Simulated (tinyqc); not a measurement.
## Off-state parameters from two currents

Inverse problem. Well above V0 the off-state current of a threshold switch is I = Ith exp((V - Vth)/V0). Find V0, Ith and the slope V0 ln 10.

Inputs (values chosen for the exercise):

| symbol | value | unit | meaning |
|---|---|---|---|
| Vth | 2.2 | V | threshold voltage |

I at 1.1 and 1.65 V (nA): 1.9643744  17.728505

Solution. ln I is linear in V.

V0 = 0.2500 V
Ith = 0.1600 uA
slope = 575.6 mV/decade

tinyqc, about 0.01 s, one thread, Intel Xeon 2.30GHz (shared host): `OMP_NUM_THREADS=1 python tinyqc.py 2490116 2490117 out.jsonl`
